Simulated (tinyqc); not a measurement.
MP2 on RHF in the 6-31g basis, for H4, spin multiplicity 1, step by step. One step of it, computed by the program tinyqc.

Problem. Orthogonalisation. S = U s U^T; canonical form X = U s^(-1/2), so that X^T S X = 1. Each column of U has its largest component positive (the first on a tie).

overlap S, lower triangle:
```
          1H 1s     1H 2s     2H 1s     2H 2s     3H 1s     3H 2s     4H 1s     4H 2s
1H 1s  1.000000
1H 2s  0.658292  1.000000
2H 1s  0.405482  0.488559  1.000000
2H 2s  0.488559  0.832836  0.658292  1.000000
3H 1s  0.014056  0.133830  0.224286  0.393558  1.000000
3H 2s  0.133830  0.375618  0.393558  0.729299  0.658292  1.000000
4H 1s  0.000229  0.025258  0.014056  0.133830  0.405482  0.488559  1.000000
4H 2s  0.025258  0.134185  0.133830  0.375618  0.488559  0.832836  0.658292  1.000000
```

Give: eigenvalues of S; X.

Solution.

eigenvalues of S: 0.016  0.102  0.329  0.495  0.512  0.761  2.055  3.730

X:
```
            1       2       3       4       5       6       7      8
1H 1s   0.012  -0.544   0.891   0.525  -0.312   0.600   0.303  0.126
1H 2s  -2.455   1.576  -0.766  -0.404  -0.292   0.231   0.286  0.184
2H 1s  -0.609   0.585   0.047   0.635   0.890  -0.461   0.206  0.167
2H 2s   5.020  -1.340  -0.371  -0.410  -0.034  -0.173   0.164  0.238
3H 1s   0.609   0.585  -0.047   0.635  -0.890  -0.461  -0.206  0.167
3H 2s  -5.020  -1.340   0.371  -0.410   0.034  -0.173  -0.164  0.238
4H 1s  -0.012  -0.544  -0.891   0.525   0.312   0.600  -0.303  0.126
4H 2s   2.455   1.576   0.766  -0.404   0.292   0.231  -0.286  0.184
```
